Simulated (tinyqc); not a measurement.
Gamma, L and X subbands of a thin body with non-parabolic valleys: one step. Filling and quantum capacitance. Three cases, with inputs chosen for the exercise.

Question. Over the ten listed subbands, named by valley (G, L, X), degeneracy and number.

n_i = g m/(2 pi c) kB T ln(1 + exp((EF - E_i)/kB T)), sum n_i = Ns (1e12/cm^2 = 1e-4/angstrom^2), c = hbar^2/2m0. Quantum capacitance Cq = 1602.176634 sum g m/(2 pi c) f_i in microfarad/cm^2 with f_i = 1/(1 + exp((E_i - EF)/kB T)); Cox = 34.5313/eot (one gate); C/Cox = Cq/(Cq + Cox), the centroid term left out.

Constants: hbar^2/2m0 = 3.80998211 eV angstrom^2; kB = 8.617333262e-05 eV/K.

Give: EF; n_i in the order of the list; Cq; Cox; C/Cox.

Case 1.

Values chosen (near those of a thin GaSb channel; the results hold for these values, not for the real material): face = 100 (surface); t = 72 angstrom (body thickness); Ns = 6.7 x 1e12/cm^2 (sheet density); T = 300 K (temperature); eot = 11 angstrom (equivalent oxide thickness).

Subbands:

| subband | g | E (eV) | DOS mass |
|---|---|---|---|
| L4 n=1 | 4 | 0.112409 | 0.309397 |
| G1 n=1 | 1 | 0.156974 | 0.053119 |
| L4 n=2 | 4 | 0.250455 | 0.351604 |
| X1 n=1 | 1 | 0.313820 | 0.214068 |
| X1 n=2 | 1 | 0.328140 | 0.217240 |
| X2 n=1 | 2 | 0.342472 | 0.585115 |
| X1 n=3 | 1 | 0.351551 | 0.222426 |
| X1 n=4 | 1 | 0.383439 | 0.229490 |
| X1 n=5 | 1 | 0.423050 | 0.238264 |
| X2 n=2 | 2 | 0.436735 | 0.640546 |

Answer.

EF = 0.1008 eV

n_i in the order of the list (1e12/cm^2): 6.590  0.062  0.046  0.001  0.000  0.001  0.000  0.000  0.000  0.000

Cq = 32.90 microfarad/cm^2
Cox = 3.139 microfarad/cm^2
C/Cox = 0.913

EF lies 12 meV below the lowest edge; Gamma holds 1 % of the electrons. The density of states is ample: only 9 % of the gate capacitance is lost.

Case 2.

Values chosen (near those of a thin GaSb channel; the results hold for these values, not for the real material): face = 111 (surface); t = 56 angstrom (body thickness); Ns = 3.7 x 1e12/cm^2 (sheet density); T = 300 K (temperature); eot = 11 angstrom (equivalent oxide thickness).

Subbands:

| subband | g | E (eV) | DOS mass |
|---|---|---|---|
| L1 n=1 | 1 | 0.044144 | 0.100969 |
| L1 n=2 | 1 | 0.071064 | 0.103823 |
| L1 n=3 | 1 | 0.114357 | 0.108412 |
| L3 n=1 | 3 | 0.137082 | 0.379245 |
| L1 n=4 | 1 | 0.172057 | 0.114528 |
| L1 n=5 | 1 | 0.241998 | 0.121942 |
| G1 n=1 | 1 | 0.242939 | 0.059914 |
| L1 n=6 | 1 | 0.322095 | 0.130432 |
| X3 n=1 | 3 | 0.365267 | 0.501864 |
| L3 n=2 | 3 | 0.396254 | 0.473259 |

Answer.

EF = 0.0742 eV

n_i in the order of the list (1e12/cm^2): 1.564  0.847  0.225  1.034  0.028  0.002  0.001  0.000  0.000  0.000

Cq = 16.43 microfarad/cm^2
Cox = 3.139 microfarad/cm^2
C/Cox = 0.840

EF lies 30 meV above the lowest edge; Gamma holds 0 % of the electrons. The density of states is ample: only 16 % of the gate capacitance is lost.

Case 3.

Values chosen (near those of a thin GaSb channel; the results hold for these values, not for the real material): face = 110 (surface); t = 30 angstrom (body thickness); Ns = 4.1 x 1e12/cm^2 (sheet density); T = 300 K (temperature); eot = 7 angstrom (equivalent oxide thickness).

Subbands:

| subband | g | E (eV) | DOS mass |
|---|---|---|---|
| L2 n=1 | 2 | 0.233106 | 0.267830 |
| L2' n=1 | 2 | 0.427542 | 0.528647 |
| X2 n=1 | 2 | 0.430540 | 0.497096 |
| X1 n=1 | 1 | 0.496222 | 0.705983 |
| L2 n=2 | 2 | 0.571506 | 0.371799 |
| G1 n=1 | 1 | 0.628356 | 0.094385 |
| X2 n=2 | 2 | 0.674902 | 0.644480 |
| X1 n=2 | 1 | 0.868147 | 1.001055 |
| L2 n=3 | 2 | 0.985750 | 0.499069 |
| X2 n=3 | 2 | 0.989339 | 0.834130 |

Answer.

EF = 0.2338 eV

n_i in the order of the list (1e12/cm^2): 4.088  0.006  0.005  0.000  0.000  0.000  0.000  0.000  0.000  0.000

Cq = 18.24 microfarad/cm^2
Cox = 4.933 microfarad/cm^2
C/Cox = 0.787

EF lies 1 meV above the lowest edge; Gamma holds 0 % of the electrons. The low density of states costs 21 % of the gate capacitance.

Computed by tinyqc, one run a case: `OMP_NUM_THREADS=1 python tinyqc.py N N+1 out.jsonl` with N = 1282544, 1282592, 1282757; one thread of a shared Intel(R) Xeon(R) Processor @ 2.30GHz, about 0.04 s a run at most.
